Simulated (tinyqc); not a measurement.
Four-point probe, van der Pauw, Hall and spreading-resistance readings of a semiconductor layer: one step, computed by the program tinyqc.

The layer is uniform and ohmic; contacts are points unless a radius is given.

Task: Hall reading. V_H = r_H I B/(e n t); apparent density n/r_H; Hall mobility r_H mu; Hall angle tan = r_H mu B (SI).

Inputs (values chosen for the exercise, modelled on n-type silicon):
```
quantity             value        unit
carrier density n  2.8e+16      1/cm^3
drift mobility mu     1180  cm^2/(V s)
layer thickness t       48  micrometre
current I             0.07          mA
magnetic field B      0.78           T
Hall factor r_H        1.1           -
```

Backing of the layer: insulating.

Constants: e = 1.602176634e-19 C.

Give: Hall voltage; apparent density; Hall mobility; tangent of the Hall angle.

Result:

Hall voltage = 0.27892 mV

apparent density = 2.5455e+16 1/cm^3

Hall mobility = 1298 cm^2/(V s)

tangent of the Hall angle = 0.101244
